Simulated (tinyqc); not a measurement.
Area and perimeter leakage from two diodes.

Inverse problem. A square diode and a finger diode leak I = JA area + JP perimeter. Find JA, JP and the side of the square at which both parts are equal.

areas (um^2): 90000  132000
perimeters (um): 1200  27060
leakage currents (pA): 22.68  207.83400

Answer. Two linear equations give JA and JP; for a square of side a, JA a^2 = 4 JP a at a = 4 JP/JA.

JA = 1.600e-8 A/cm^2
JP = 6.900e-11 A/cm
side for equal parts = 172.5 um

Program tinyqc, `OMP_NUM_THREADS=1 python tinyqc.py 2290019 2290020 out.jsonl`; Intel Xeon 2.30GHz, shared host, one thread, about 0.01 s.
